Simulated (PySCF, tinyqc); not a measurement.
Inside a calculation. Method: G0W0 on RHF in the sto-6g basis, for H3+, spin multiplicity 1. The lowest restricted solution is unstable here: a spin-polarised one lies 0.0070 hartree lower (PySCF). Computed by tinyqc, a small Python program that keeps every step (integrals from PySCF). Settings: charge = 1, multiplicity = 1, basis = sto-6g, method = RHF, energy threshold = 1e-10, iteration cap = 87, orthogonalisation = symmetric, start = core, DIIS depth = 6. Command: `OMP_NUM_THREADS=1 python tinyqc.py 20693 20694 out.jsonl` (the two numbers bound the seeds that draw the settings). One thread of a shared host (Intel(R) Xeon(R) Processor @ 2.60GHz), about 0.05 s of CPU time with the checks. The early iterations of the SCF are left out here.

## One-electron integrals

Geometry (angstrom):
```
atom         x         y          z
H     0.000000  0.000000   0.000000
H     0.000000  0.000000   1.185000
H     0.000000  0.000000  -1.185000
```

Basis sto-6g: exponents (1/bohr^2) and contraction coefficients of normalised primitives:
```
element  l (shell)   exponent  coefficient
H            s (1)  35.523221     0.009164
H            s (1)   6.513144     0.049361
H            s (1)   1.822143     0.168538
H            s (1)   0.625955     0.370563
H            s (1)   0.243077     0.416492
H            s (1)   0.100112     0.130334
```

Overlap, kinetic and nuclear-attraction integrals over the contracted functions; the nuclear repulsion is the sum of Za Zb / Rab.

nuclear repulsion = 1.11640762 hartree

overlap S, lower triangle:
```
          1H 1s     2H 1s     3H 1s
1H 1s  1.000000
2H 1s  0.395025  1.000000
3H 1s  0.395025  0.065203  1.000000
```

kinetic energy T (hartree), lower triangle:
```
          1H 1s      2H 1s     3H 1s
1H 1s  0.768522
2H 1s  0.057702   0.768522
3H 1s  0.057702  -0.011129  0.768522
```

nuclear attraction V (hartree), lower triangle:
```
           1H 1s      2H 1s      3H 1s
1H 1s  -2.119619
2H 1s  -0.702870  -1.902849
3H 1s  -0.702870  -0.105782  -1.902849
```

core Hamiltonian H = T + V (hartree), lower triangle:
```
           1H 1s      2H 1s      3H 1s
1H 1s  -1.351096
2H 1s  -0.645167  -1.134327
3H 1s  -0.645167  -0.116912  -1.134327
```

## Two-electron integrals

Functions are numbered as in S; the eight-fold symmetry (ij|kl) = (ji|kl) = (kl|ij) leaves the list below.

Two-electron integrals (ij|kl) in chemists' order, unique and non-zero (hartree):
```
(11|11) 0.774999   (21|11) 0.232561   (21|21) 0.095396   (22|11) 0.422052
(22|21) 0.232561   (22|22) 0.774999   (31|11) 0.232561   (31|21) 0.065469
(31|22) 0.118505   (31|31) 0.095396   (32|11) 0.036211   (32|21) 0.012646
(32|22) 0.027541   (32|31) 0.012646   (32|32) 0.002005   (33|11) 0.422052
(33|21) 0.118505   (33|22) 0.223079   (33|31) 0.232561   (33|32) 0.027541
(33|33) 0.774999
```

## Orthogonalisation

S = U s U^T; symmetric (Loewdin) form X = U s^(-1/2) U^T, so that X^T S X = 1.

eigenvalues of S: 0.473002  0.934797  1.592201

X, lower triangle:
```
           1H 1s     2H 1s     3H 1s
1H 1s   1.142528
2H 1s  -0.233482  1.069138
3H 1s  -0.233482  0.034851  1.069138
```

## Iteration 9 (converged): orbitals

converged F (hartree), lower triangle:
```
           1H 1s      2H 1s      3H 1s
1H 1s  -0.660831
2H 1s  -0.505283  -0.490009
3H 1s  -0.505283  -0.172758  -0.490009
```

Diagonalise F' = X^T F X, C = X C', fill 1 alpha and 1 beta electrons from the bottom; D = 2 C_occ C_occ^T. Each column has its largest component positive (the first on a tie).

F' = X^T F X (hartree), lower triangle:
```
           1          2          3
1  -0.395732
2  -0.345304  -0.349117
3  -0.345304  -0.009737  -0.349117
```

orbital energies (hartree): MO1 -0.865975, MO2 -0.339380, MO3 0.111389

coefficients C:
```
            MO1        MO2        MO3
1H 1s  0.593955   0.000000   1.030347
2H 1s  0.373298   0.731352  -0.724264
3H 1s  0.373298  -0.731352  -0.724264
```

D after iteration 9, lower triangle:
```
          1H 1s     2H 1s     3H 1s
1H 1s  0.705564
2H 1s  0.443444  0.278703
3H 1s  0.443444  0.278703  0.278703
```

## Convergence

Stop when the energy changes by less than 1e-10 hartree and every element of the error matrix X^T (F D S - S D F) X is below 3e-06.

Course of the cycle:
```
iteration  E (hartree)     change  largest element of the error matrix
1          -1.10690021          -                             1.82e-01
2          -1.14658899  -3.97e-02                             2.16e-02
3          -1.14712477  -5.36e-04                             9.79e-05
4          -1.14712478  -8.98e-09                             4.23e-05
5          -1.14712478  -1.22e-09                             2.69e-05
6          -1.14712478  -3.86e-10                             1.98e-05
7          -1.14712478  -1.69e-10                             1.56e-05
8          -1.14712478  -2.80e-10                             1.29e-08
9          -1.14712478  -4.44e-16                             1.92e-11
```

PySCF RHF in the same basis = -1.14712478 hartree

Converged in 9 iterations.

## Integrals over molecular orbitals

(pq|rs) = sum C_ip C_jq C_kr C_ls (ij|kl), one index at a time.

one-electron integrals over orbitals h = C^T H C (hartree), lower triangle:
```
           1          2          3
1  -1.397558
2   0.000000  -1.088381
3  -0.091479   0.000000  -0.821233
```

Two-electron integrals over orbitals (pq|rs), unique and non-zero (hartree):
```
(11|11) 0.531583    (21|21) 0.147674    (22|11) 0.448338    (22|22) 0.510345
(31|11) 0.091479    (31|22) -0.050787   (31|31) 0.142840    (32|21) -0.145595
(32|32) 0.161595    (33|11) 0.537731    (33|22) 0.475878    (33|31) 0.079477
(33|33) 0.570470
```

## Screening: direct RPA

With D = e_a - e_i and K = (ia|jb): diagonalise D^(1/2) (D + 4K) D^(1/2) = Z w^2 Z^T; X + Y = D^(1/2) Z w^(-1/2), each column of Z with its largest component positive (the first on a tie); E_c = (sum w - tr (D + 2K)) / 2.

D^(1/2) (D + 4K) D^(1/2) (hartree^2):
```
          1>2       1>3
1>2  0.588361  0.000000
1>3  0.000000  1.513666
```

excitation energies w (hartree): 0.767047  1.230311

X + Y:
```
            1         2
1>2  0.828567  0.000000
1>3  0.000000  0.891293
```

RPA correlation energy = -0.04381468 hartree

## G0W0 on Hartree-Fock: HOMO

W(p,q,m) = sqrt2 sum_ia (pq|ia) (X+Y)_ia,m; Sigma_c(x) = sum_(i,m) W^2/(x - e_i + w_m) + sum_(a,m) W^2/(x - e_a - w_m); solve x = e_p + Sigma_c(x) by Newton steps; Z = 1/(1 - dSigma/dx); 1 hartree = 27.211386 eV.

The 12 largest terms at x = e_p (hartree; W for the signs of X + Y given):
```
q  m         W       term
2  1  0.173041  -0.023146
3  2  0.180047  -0.014684
1  2  0.115307   0.010807
```

Newton steps (hartree):
```
step          x  Sigma_c(x)         Z
0     -0.865975   -0.027023  0.967748
1     -0.892126   -0.026158  0.968189
2     -0.892132   -0.026158  0.968189
```

quasiparticle energy of the HOMO = -24.276158 eV

Hartree-Fock value = -23.564368 eV

## G0W0 on Hartree-Fock: LUMO

As before.

The 12 largest terms at x = e_p (hartree; W for the signs of X + Y given):
```
q  m          W       term
3  1  -0.170603  -0.023900
1  1   0.173041   0.023146
2  2  -0.064016  -0.003331
```

Newton steps (hartree):
```
step          x  Sigma_c(x)         Z
0     -0.339380   -0.004084  0.961331
1     -0.343306   -0.003926  0.961362
2     -0.343306   -0.003926  0.961362
```

quasiparticle energy of the LUMO = -9.341837 eV

Hartree-Fock value = -9.234992 eV
